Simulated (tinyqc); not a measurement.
## Resistance of a tapered via with liner, size effect and interface: via resistance against the diameter at the bottom

A round via whose diameter grows from db at the bottom as D(z) = db + 2 z/tan(ang). The fill, of diameter D - 2 tl, starts above the bottom liner (thickness fb tl) and has rho = rho0 (1 + ks lam/(D - 2 tl)); the sidewall liner conducts in parallel with it. The bottom liner and the interface are crossed over the full area pi db^2/4. Spreading in the lines above and below is left out.

Slices between z0 = fb tl and hv, evaluated at their midpoints: conductance per length pi/4 [(D - 2 tl)^2/rho + (D^2 - (D - 2 tl)^2)/rl], slice resistance = slice height over that. 2000 slices. R_fill = sum of the slices; R_bottom = rl fb tl/(pi db^2/4); R_interface = ri/(pi db^2/4); ballistic (Sharvin) limit 1/(Sb pi (db - 2 tl)^2/4); ideal cylinder rho0 hv/(pi db^2/4).

Inputs (values chosen for the exercise); fill metal close to copper: height hv = 95 nm; sidewall angle ang = 85 degrees; bulk resistivity of the fill rho0 = 1.71 uohm cm; mean free path of the fill lam = 39.4 nm; size-effect factor ks = 1.2; liner on the sidewall tl = 2.6 nm; liner at the bottom over that on the sidewall fb = 0.7; resistivity of the liner rl = 220 uohm cm; interface resistivity at the bottom ri = 1.9e-12 ohm cm^2; ballistic conductance per area, about 3/(4 rho0 lam) Sb = 1.1e15 S/m^2.

Result of one run:
```
db (nm)	R_fill (ohm)	R_bottom (ohm)	R_interface (ohm)	R (ohm)	ballistic limit (ohm)	R over ideal cylinder	largest part
11	80.90	42.13	1.999	125.0	34.41	7.315	fill
```

What becomes of these results when the diameter at the bottom db is changed from 11 to 58 nm, all else the same?

Result of the changed run:
```
db (nm)	R_fill (ohm)	R_bottom (ohm)	R_interface (ohm)	R (ohm)	ballistic limit (ohm)	R over ideal cylinder	largest part
58	0.9799	1.515	0.07191	2.567	0.4152	4.175	bottom liner
```

The whole series:
```
db (nm)	R_fill (ohm)	R_bottom (ohm)	R_interface (ohm)	R (ohm)	ballistic limit (ohm)	R over ideal cylinder	largest part
8.3	216.8	74.00	3.512	294.3	120.4	9.802	fill
11	80.90	42.13	1.999	125.0	34.41	7.315	fill
16	25.84	19.91	0.9450	46.70	9.924	5.780	fill
22	10.81	10.53	0.4998	21.84	4.101	5.111	fill
30	4.862	5.665	0.2688	10.80	1.882	4.697	bottom liner
42	2.119	2.890	0.1371	5.146	0.8547	4.389	bottom liner
58	0.9799	1.515	0.07191	2.567	0.4152	4.175	bottom liner
80	0.4640	0.7966	0.03780	1.298	0.2069	4.018	bottom liner
```

R falls from 294 to 1.30 ohm. The fill is the largest part at db = 8.3, the bottom liner from 30 on. R goes as db^(-3.04) between the first two rows and db^(-2.12) between the last two; area alone gives -2. For db = 8.3 the ballistic limit exceeds half of R_fill, so the diffusive model understates R.

Numbers from tinyqc (`OMP_NUM_THREADS=1 python tinyqc.py 2750066 2750067 out.jsonl`; about 0.01 s on one thread of a shared Intel Xeon 2.30GHz).
